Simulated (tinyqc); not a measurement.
Worked calculation: bound state in one dimension: Numerov shooting, finite differences, DVR. Computed by tinyqc, a small Python program that keeps every step. Settings: points = 96. Command: `OMP_NUM_THREADS=1 python tinyqc.py 24926 24927 out.jsonl` (the two numbers bound the seeds that draw the settings). One thread of a shared host (Intel(R) Xeon(R) Processor @ 2.60GHz), about 0.01 s of CPU time with the checks.

## Numerov steps at E = -7.61

One particle of mass 1 in V = -7.77 exp(-x^2/1.87^2) (atomic units), psi = 0 at both ends:
```
parameter                value
left end                    -7
right end                    7
intervals                   96
h                     0.145833
state sought (nodes)         2
```

k_i = 2 m (E - V_i); (1 + h^2 k_(i+1)/12) y_(i+1) = 2 (1 - 5 h^2 k_i/12) y_i - (1 + h^2 k_(i-1)/12) y_(i-1), from y_0 = 0, y_1 = 0.001.

Points along the way:
```
i          x          V          k             y
0   -7.00000  -6.38e-06  -15.21999       0.00000
1   -6.85417  -1.14e-05  -15.21998       0.00100
2   -6.70833  -2.00e-05  -15.21996       0.00233
3   -6.56250  -3.48e-05  -15.21993       0.00444
4   -6.41667   -0.00006  -15.21988       0.00803
5   -6.27083   -0.00010  -15.21980       0.01428
32  -2.33333   -1.63777  -11.94446   54416.88437
33  -2.18750   -1.97757  -11.26485   90546.70192
34  -2.04167   -2.35901  -10.50198  148672.80463
35  -1.89583   -2.78000   -9.66000  240393.87425
36  -1.75000   -3.23651   -8.74699  381959.27785
37  -1.60417   -3.72242   -7.77515  595051.69300
```

## Bisection on the node count

With more sign changes than the state has nodes (the last point included) the energy is too high, else too low; the bracket starts as -7.61 to -0.05.

Trials:
```
trial           E  sign changes  y at the right end   next
1      -3.8300000             2            1.52e+09  raise
2      -1.9400000             3           -2.31e+04  lower
3      -2.8850000             3           -1.15e+07  lower
4      -3.3575000             2            4.17e+07  raise
5      -3.1212500             3           -1.33e+07  lower
6      -3.2393750             2            4.92e+04  raise
7      -3.1803125             3           -8.89e+06  lower
8      -3.2098438             3           -5.12e+06  lower
9      -3.2246094             3           -2.73e+06  lower
10     -3.2319922             3           -1.39e+06  lower
11     -3.2356836             3           -6.83e+05  lower
12     -3.2375293             3           -3.20e+05  lower
13     -3.2384521             3           -1.36e+05  lower
14     -3.2389136             3           -4.38e+04  lower
...           ...           ...                 ...    ...
28     -3.2391310             3           -4.42e+00  lower
29     -3.2391310             3           -1.58e+00  lower
30     -3.2391310             3           -1.66e-01  lower
```

eigenvalue = -3.2391310 hartree

## The same grid by other methods

Three-point finite differences and the sine-DVR kinetic matrix of Colbert and Miller on the same points.

Lowest levels (hartree):
```
state  finite differences       DVR
0                -6.77233  -6.76984
1                -4.89487  -4.88434
2                -3.26089  -3.23893
3                -1.89105  -1.85975
4                -0.82209  -0.78908
```
